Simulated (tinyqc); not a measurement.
Worked calculation: extended Hueckel theory, for H3+. The parameters take no account of the charge, which enters only through the electron count. Computed by tinyqc, a small Python program that keeps every step (integrals from PySCF). Settings: charge = 1, K = 1.75, weighted = 1, multiplicity = 1. Command: `OMP_NUM_THREADS=1 python tinyqc.py 26597 26598 out.jsonl` (the two numbers bound the seeds that draw the settings). One thread of a shared host (Intel(R) Xeon(R) Processor @ 2.60GHz), about 0.01 s of CPU time with the checks.

## Overlaps

Geometry (angstrom):
```
atom       x       y       z
H     0.0000  0.0000  0.0000
H     0.0000  0.0000  0.8270
H     0.0000  0.7160  0.4140
```

Parameters chosen for this run:
```
element  shell  Slater exponent  H_ii (eV)
H           1s           1.3000   -13.6000
```

Slater orbitals, each expanded in six Gaussians scaled to its exponent.

overlap S:
```
        1H 1s   2H 1s   3H 1s
1H 1s  1.0000  0.5779  0.5779
2H 1s  0.5779  1.0000  0.5782
3H 1s  0.5779  0.5782  1.0000
```

## Wolfsberg-Helmholz matrix

diagonal H_ii (eV): 1H 1s -13.6000, 2H 1s -13.6000, 3H 1s -13.6000

K = 1.7500

H_ij = K' S_ij (H_ii + H_jj)/2 for i != j (the diagonal keeps H_ii), with K' = K + D^2 + D^4 (1 - K), D = (H_ii - H_jj)/(H_ii + H_jj), K = 1.75.

H (eV):
```
          1H 1s     2H 1s     3H 1s
1H 1s  -13.6000  -13.7543  -13.7531
2H 1s  -13.7543  -13.6000  -13.7610
3H 1s  -13.7531  -13.7610  -13.6000
```

## Orbitals

valence electrons = 2

Solve H C = S C e through S^(-1/2); fill by pairs from the bottom, a degenerate level sharing its electrons equally; each orbital has its largest coefficient positive (the first on a tie).

orbital energies (eV): -19.0690  0.3582  0.3819

occupations: 2.0000  0.0000  0.0000

coefficients:
```
          MO1      MO2      MO3
1H 1s  0.3932   1.2536  -0.0868
2H 1s  0.3932  -0.5516   1.1295
3H 1s  0.3932  -0.7019  -1.0428
```

sum of one-electron energies = -38.1379 eV

## Mulliken analysis

P = C n C^T; charge = valence electrons (H 1) minus the sum of (P S)_ii on the atom; overlap population = 2 sum P_ij S_ij between two atoms.

charges: 1H 0.3335, 2H 0.3332, 3H 0.3333

Overlap populations:
```
pair     value
2-1   0.357385
3-1   0.357345
3-2   0.357618
```
